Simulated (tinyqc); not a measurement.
Worked calculation: tight binding, kagome lattice. One step of it, computed by the program tinyqc.

Problem. Levels at k. Diagonalise the Hermitian matrix.

H(k) at k (eV):
```
                     A                    B                    C
A             0.000000  -2.084091-0.605484i  -0.648869-1.022455i
B  -2.084091+0.605484i             0.000000  -1.271627-1.121090i
C  -0.648869+1.022455i  -1.271627+1.121090i             0.000000
```

Give: eigenvalues; weights |c|^2 of the basis functions.

Solution.

eigenvalues (eV): -3.4147  1.1547  2.2600

weights |c|^2 of the basis functions:
```
   band 1  band 2  band 3
A  0.3388  0.3050  0.3561
B  0.3931  0.0264  0.5805
C  0.2680  0.6686  0.0634
```
